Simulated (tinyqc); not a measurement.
Hall factor, magnetoresistance and optical conductivity for a power-law relaxation time: one step, computed by the program tinyqc. Command: `OMP_NUM_THREADS=1 python tinyqc.py 3027025 3027026 out.jsonl magneto walk`. One thread of a shared host (Intel(R) Xeon(R) Processor @ 2.30GHz), about 0.01 s of CPU time with the checks.

One spherical parabolic band, tau(E) = tau_0 x^s with x = E/(k_B T). Landau quantisation is left out.

Question. Response at frequency f. <y> = int y x^(3/2) f (1 - f) dx / int x^(3/2) f (1 - f) dx, f = 1/(1 + exp(x - eta)). Integrals over x = E/(k_B T) use 160 Gauss-Legendre points in u = sqrt(x) from 0 to sqrt(max(eta, 0) + 45). sigma(w) = (n e^2/m) <tau/(1 - i w tau)>, w = 2 pi f; eps = eps_inf + i sigma/(eps_0 w); N = sqrt(eps); absorption coefficient 2 w Im N/c; reflectivity |(N - 1)/(N + 1)|^2; plasma frequency sqrt(n e^2/(eps_inf eps_0 m))/(2 pi).

Inputs (values chosen for the exercise, with a mass close to that of electrons in GaAs):
```
quantity                         value  unit
effective mass m                 0.065   m_0
exponent s                        -0.5     -
tau_0                               48    fs
reduced Fermi level eta            4.7     -
temperature T                      300     K
frequency f                         18   THz
background permittivity eps_inf   14.1     -
```

density n = 3.374482e+18 1/cm^3

Constants: e = 1.602176634e-19 C; m_0 = 9.1093837015e-31 kg; eps_0 = 8.8541878128e-12 F/m; c = 299792458 m/s.

Give: sigma(w); permittivity; refractive index; absorption coefficient; reflectivity; plasma frequency.

Answer.

sigma(w) = 46.8+108.8i S/cm

permittivity = 3.238+4.669i

refractive index = 2.112+1.105i

absorption coefficient = 8341 1/cm

reflectivity = 0.2254

plasma frequency = 17.23 THz
